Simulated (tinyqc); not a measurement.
# Cell-based percolation model of oxide breakdown: effect of the area

The oxide, of thickness n a, is cut into cubic cells. A cell is defective with the chance l = 1 - exp(-a^3 N), N = N1 (t/1 s)^al. A column of n defective cells breaks the oxide down, and the area holds M = A/a^2 independent columns: 1 - F = (1 - l^n)^M.

At F = 1 - 1/e: l_c = (1 - exp(-1/M))^(1/n), N_bd = -ln(1 - l_c)/a^3, t63 = (N_bd/N1)^(1/al). W = ln(-ln(1 - F)); for small l, W = ln M + n ln(a^3 N), so the Weibull slope is n al.

Inputs (values chosen for the exercise): edge of a cell a = 0.9 nm; cells across the oxide n = 5; exponent of defect growth al = 0.77; defect density after 1 s N1 = 8.8e17 cm^-3.

Results:
```
A (um^2),l_c,N_bd (cm^-3),t63 (s),slope at t63
0.0014,0.2251,3.499e20,2376,3.381
0.023,0.1286,1.889e20,1067,3.591
0.38,0.07341,1.046e20,495.2,3.705
6.4,0.04173,5.847e19,232.7,3.769
110,0.02363,3.280e19,109.8,3.804
1800,0.01351,1.866e19,52.79,3.824
31000,0.007646,1.053e19,25.11,3.835
8.6e6,0.002482,3.409e18,5.805,3.845
```

Estimate the missing row, A = 5.1e5 um^2.

Computed row:
```
A (um^2),l_c,N_bd (cm^-3),t63 (s),slope at t63
5.1e5,0.004367,6.004e18,12.11,3.842
```

With this row back in the table: t63 falls from 2380 to 5.80 s, as A^(-0.29) between the first two rows and A^(-0.26) between the last two, against -1/(n al) = -0.26; the slope at t63 rises from 3.38 to 3.85, nearer to n al where l_c is small.

tinyqc, about 0.01 s, one thread, Intel Xeon 2.30GHz (shared host): `OMP_NUM_THREADS=1 python tinyqc.py 2070146 2070147 out.jsonl`
